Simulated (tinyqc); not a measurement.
## Inductance and parasitic capacitance from two readings

Problem. A loss-free coil L in parallel with C shows the apparent inductance L/(1 - w^2 L C), w = 2 pi f. Find L, C and the self-resonance 1/(2 pi sqrt(L C)).

apparent inductance at 13 and 26 GHz (nH): 0.84123158  1.6999096

Solution. The inverse of the reading is 1/L - w^2 C, a straight line in w^2.

L = 0.7200 nH
C = 30.00 fF
self-resonance = 34.24 GHz

tinyqc, about 0.01 s, one thread, Intel Xeon 2.30GHz (shared host): `OMP_NUM_THREADS=1 python tinyqc.py 2302008 2302009 out.jsonl`
